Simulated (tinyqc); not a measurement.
Ideality from Voc and Vmp.

Problem. An ideal cell J = Jsc - J0 (exp(V/(n Vt)) - 1) has exp((Voc - Vmp)/(n Vt)) = 1 + Vmp/(n Vt) at maximum power. Find n, J0 and FF.

Values chosen for this exercise: temperature T = 323 K.

Constants: q = 1.602176634e-19 C, kB = 1.380649e-23 J/K, Vt = kB T/q. Results are converted to the units shown.

Jsc = 39.3 mA/cm^2
Voc = 0.46708124 V
Vmp = 0.36596894 V

Solution. With a = n Vt, a ln(1 + Vmp/a) rises steadily with a, so Voc - Vmp fixes it; J0 follows from Voc.

n = 1.66
J0 = 1.60e-6 A/cm^2
FF = 0.696

tinyqc, about 0.01 s, one thread, Intel Xeon 2.30GHz (shared host): `OMP_NUM_THREADS=1 python tinyqc.py 2280128 2280129 out.jsonl`
